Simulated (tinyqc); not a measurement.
# Energy and delay of logic against supply voltage: what changes with what

One expression serves below and above threshold: I(Vg) = Ik [ln(1 + exp((Vg - VT + dd V)/(al nf Vt)))]^al, with I_on = I(V) and I_off = I(0). Gate delay td = kd C V/I_on, clock period LD td. Per gate and cycle the switching energy is act C V^2 and the leakage energy I_off V LD td. No short-circuit current, no variation. Minima are sought above 0.09 V; below a few Vt gates no longer switch and the model has no meaning.

Values chosen for this exercise; values of the order met in logic technologies: temperature T = 300 K; threshold voltage at zero drain bias VT = 0.39 V; slope factor nf = 1.39; barrier lowering per volt of supply dd = 0.07; specific current of a gate Ik = 0.85 uA; exponent of the current law al = 1.51; load capacitance of a gate C = 3.2 fF; delay factor kd = 0.8; logic depth LD = 40; activity factor act = 0.02.

Constants: q = 1.602176634e-19 C, kB = 1.380649e-23 J/K, Vt = kB T/q. Results are converted to the units shown.

Each table varies one quantity; the others keep the values above.

## Energy and delay against supply voltage

EDP = energy times td.

Energy and delay against supply voltage:
```
V (V)	I_on (uA)	I_off (nA)	td (ps)	switching (aJ)	leakage (aJ)	energy (aJ)	EDP (fJ ps)
0.19	0.004599	0.02379	1.058e5	2.310	19.12	21.43	2267
0.3	0.1030	0.02947	7457	5.760	2.637	8.397	62.62
0.41	1.175	0.03651	893.0	10.76	0.5347	11.29	10.08
0.53	5.160	0.04612	262.9	17.98	0.2571	18.23	4.795
0.64	10.96	0.05713	149.5	26.21	0.2186	26.43	3.951
0.75	18.18	0.07076	105.6	36.00	0.2242	36.22	3.825
0.86	26.56	0.08765	82.89	47.33	0.2499	47.58	3.944
0.98	36.85	0.1107	68.08	61.47	0.2954	61.76	4.205
1.09	47.24	0.1371	59.07	76.04	0.3531	76.39	4.513
1.2	58.46	0.1698	52.55	92.16	0.4283	92.59	4.865
```

What does the comparison show, and why?

td falls from 1.06e5 to 52.5 ps; the energy goes from 21.4 through a minimum of 8.40 (at V = 0.3 V among the rows listed) to 92.6 aJ and the EDP goes from 2270 through a minimum of 3.82 (at V = 0.75 V among the rows listed) to 4.87 fJ ps. The exact minima lie at V = 0.309 V for the energy and 0.736 V for the EDP. Going from 1.2 V to the energy minimum saves a factor of 11.1 in energy and costs a factor of 116 in delay. Below the minimum the leakage energy rises faster than the switching energy falls, because the clock period grows so steeply.

## Optimum supplies against the slope factor

Same model as above.

V_min minimises the energy and V_EDP the product of energy and td.

Results:
```
nf	V_min (V)	energy at V_min (aJ)	leakage share (%)	clock at V_min (MHz)	V_EDP (V)	clock at V_EDP (GHz)
1	0.2215	4.109	23.59	0.09932	0.7339	0.3729
1.1	0.2437	4.998	23.94	0.3489	0.7339	0.3230
1.2	0.2660	6.005	24.60	0.9672	0.7341	0.2834
1.4	0.3109	8.506	27.25	4.345	0.7360	0.2257
1.5	0.3338	10.10	29.37	7.483	0.7387	0.2049
1.6	0.3569	11.99	32.02	11.59	0.7438	0.1884
```

Estimate the missing row, nf = 1.3.

Computed row:
```
nf	V_min (V)	energy at V_min (aJ)	leakage share (%)	clock at V_min (MHz)	V_EDP (V)	clock at V_EDP (GHz)
1.3	0.2884	7.161	25.68	2.217	0.7346	0.2515
```

With this row back in the table: As nf goes from 1 to 1.6, V_min rises from 0.221 to 0.357 V, the energy there rises from 4.11 to 12.0 aJ, the clock there rises from 0.0993 to 11.6 MHz and V_EDP rises from 0.734 to 0.744 V.

Numbers from tinyqc (`OMP_NUM_THREADS=1 python tinyqc.py 2082154 2082155 out.jsonl`; about 0.01 s on one thread of a shared Intel Xeon 2.30GHz).
